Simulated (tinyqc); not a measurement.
From results back to parameters: valley splitting in a one-orbital chain of atomic planes (second-neighbour model). Three cases, with inputs chosen for the exercise.

Problem. For E(phi) = e0 + 2 v cos(phi) + 2 u cos(2 phi) with u, v > 0 and planes a/4 apart, the heights of the band at phi = 0 and phi = pi above its minimum were computed from hidden u and v; c = hbar^2/2m0.

Constants: hbar^2/2m0 = 3.80998211 eV angstrom^2.

Case 1.

Values chosen (out of a larger set: near those of the Delta valleys of silicon; abrupt walls in this chain split the valleys several times more than measured wells; not measured data): a = 5.43 angstrom (lattice constant; planes lie a/4 apart).

E(0) - Emin = 3.430640 eV
E(pi) - Emin = 1.326640 eV

Case 2.

Values chosen (out of a larger set: near those of the Delta valleys of silicon; abrupt walls in this chain split the valleys several times more than measured wells; not measured data): a = 5.431 angstrom (lattice constant; planes lie a/4 apart).

E(0) - Emin = 3.764182 eV
E(pi) - Emin = 1.512182 eV

Case 3.

Values chosen (out of a larger set: near those of the Delta valleys of silicon; abrupt walls in this chain split the valleys several times more than measured wells; not measured data): a = 5.44 angstrom (lattice constant; planes lie a/4 apart).

E(0) - Emin = 3.698754 eV
E(pi) - Emin = 1.338754 eV

Find: u, v; phi0; mass at the minimum.

Solution. E - Emin = 4u (cos(phi) + v/(4u))^2. The difference of the two heights is 4v, and for v < 4u the sum of their square roots is 4 sqrt(u). The mass is (2c)/((a/4)^2 (8u - v^2/(2u))).

Case 1.

u, v (eV): 0.564  0.526

phi0 = 1.8061 rad
mass at the minimum = 0.969 m0

Case 2.

u, v (eV): 0.628  0.563

phi0 = 1.7968 rad
mass at the minimum = 0.866 m0

Case 3.

u, v (eV): 0.593  0.590

phi0 = 1.8222 rad
mass at the minimum = 0.926 m0

Computed by tinyqc, one run a case: `OMP_NUM_THREADS=1 python tinyqc.py N N+1 out.jsonl` with N = 1450932, 1451073, 1451074; one thread of a shared Intel(R) Xeon(R) Processor @ 2.30GHz, about 0.02 s a run at most.
